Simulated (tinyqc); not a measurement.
Two-step dopant diffusion (predeposition and drive-in) with a constant diffusivity: one step, computed by the program tinyqc. Command: `OMP_NUM_THREADS=1 python tinyqc.py 3018571 3018572 out.jsonl dopdiff walk`. One thread of a shared host (Intel(R) Xeon(R) Processor @ 2.30GHz), about 0.07 s of CPU time with the checks.

Fick diffusion into a half space x > 0 whose background doping C_B is of the opposite type, so that a junction lies where C = C_B.

Problem. Diffusivities. D = D0 exp(-E/(k_B T)). Temperatures in kelvin are T(C) + 273.15. Times in seconds are 60 times the minutes.

Inputs (values chosen for the exercise, modelled on arsenic in silicon):
```
quantity,value,unit
prefactor D0,8.45,cm^2/s
activation energy E,3.98,eV
predeposition temperature T1,850,C
predeposition time t1,30,min
drive-in temperature T2,1025,C
```

Constants: k_B = 8.617333262e-05 eV/K.

Give: D1; D2; product D1 t1.

Solution.

D1 = 1.169e-17 cm^2/s

D2 = 2.988e-15 cm^2/s

product D1 t1 = 2.104e-14 cm^2
